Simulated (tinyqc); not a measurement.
## CMOS inverter, nodal equation and switching: effect of the temperature

An n-channel pull-down (bn, VTn) and a p-channel pull-up (bp, VTp) share the input Vin and the output node Vout, which carries the load C. Transistor (EKV form, voltages against the body): I = 2 n b Vt^2 [F(vp - Vs) - F(vp - Vd)] from drain to source, F(v) = ln^2(1 + exp(v/(2 Vt))), vp = (Vg - VT + sg |Vd - Vs|)/n. n-channel bodies are at 0; for the p-channel device all voltages are counted down from Vdd. b in uA/V^2 gives I in uA. Static: In = Ip. Transient: C dVout/dt = Ip - In. No velocity saturation, no gate capacitance beyond C.

VM solves In = Ip with Vin = Vout; VIL and VIH are the inputs of gain -1, NML = VIL - Vout(VIH), NMH = Vout(VIL) - VIH. For a step input the delay to Vdd/2 is tHL = C times the integral of dV/(In - Ip) from Vdd/2 to Vdd at Vin = Vdd, and tLH likewise with Ip - In from 0 to Vdd/2 at Vin = 0. Thresholds, gain factors and n are held fixed.

Parameters, values chosen for the exercise: supply voltage Vdd = 0.4 V; slope factor n = 1.17; drain-induced barrier lowering sg = 0.041; n-channel threshold VTn = 0.26 V; p-channel threshold (magnitude) VTp = 0.34 V; gain factor of the pull-down transistor bn = 420 uA/V^2; gain factor of the pull-up transistor bp = 420 uA/V^2; load capacitance C = 1.2 fF.

Constants: q = 1.602176634e-19 C, kB = 1.380649e-23 J/K, Vt = kB T/q. Results are converted to the units shown.

Effect of the temperature:
```
T (K)  VM (V)  gain at VM  NML (V)  NMH (V)  tHL (ps)  tLH (ps)
220    0.1616      -24.31   0.1311   0.2111     56.64     208.0
250    0.1616      -24.15   0.1279   0.2079     55.93     194.0
280    0.1616      -23.82   0.1246   0.2046     55.03     180.4
310    0.1616      -23.27   0.1213   0.2013     53.97     167.6
340    0.1617      -22.46   0.1179   0.1979     52.79     155.6
370    0.1617      -21.39   0.1145   0.1945     51.51     144.5
400    0.1618      -20.09   0.1110   0.1910     50.16     134.5
430    0.1619      -18.65   0.1075   0.1875     48.78     125.3
```

What does the table show?

As T goes from 220 to 430 K, VM stays near 0.162 V, the size of the gain falls from 24.3 to 18.6, tHL falls from 56.6 to 48.8 ps and tLH falls from 208 to 125 ps. The smaller margin is largest, 0.131 V, at T = 220 K among the rows.

tinyqc, about 0.04 s, one thread, Intel Xeon 2.30GHz (shared host): `OMP_NUM_THREADS=1 python tinyqc.py 2340091 2340092 out.jsonl`
